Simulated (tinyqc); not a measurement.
Defect equilibria of an oxide against oxygen pressure (mass action): one step, computed by the program tinyqc. Command: `OMP_NUM_THREADS=1 python tinyqc.py 3002776 3002777 out.jsonl brouwer walk`. One thread of a shared host (Intel(R) Xeon(R) Processor @ 2.30GHz), about 0.01 s of CPU time with the checks.

Defects: oxygen vacancies V (charge +2), electrons n, holes p, the ionic partner X = V_M'' (charge -2), and the dopant. Activities are taken equal to concentrations.

Problem. Solution at the given pressure. Neutrality: 2 [V] + p = n + 2 [X] + N_d. With n as the unknown, [V] = K_r/(n^2 P^(1/2)), p = K_i/n, [X] = K_s/[V]; the log ratio is ln(positive/negative). The root is found by 60 bisections in ln n between n = 1e-10 and 1e25 cm^-3.

Inputs (values chosen for the exercise, for a model oxide): dopant density N_d = 6e+18 cm^-3; temperature T = 1200 K; oxygen pressure P = 9e-11 atm.

Ionic disorder: Schottky, oxide MO. Dopant (singly charged, fully ionised): acceptor.

K_r = 2.136149e+49 cm^-9 atm^(1/2)

K_i = 7.724162e+23 cm^-6

K_s = 5.085778e+34 cm^-6

Give: n; [V]; p; [X].

Solution.

n = 8.113e+17 cm^-3

[V] = 3.421e+18 cm^-3

p = 9.520e+05 cm^-3

[X] = 1.487e+16 cm^-3

The largest terms give the Brouwer balance 2 [V] = N_d; the smaller of the two terms is 88 % of the total charge of one sign, so the point lies near a boundary between regimes.
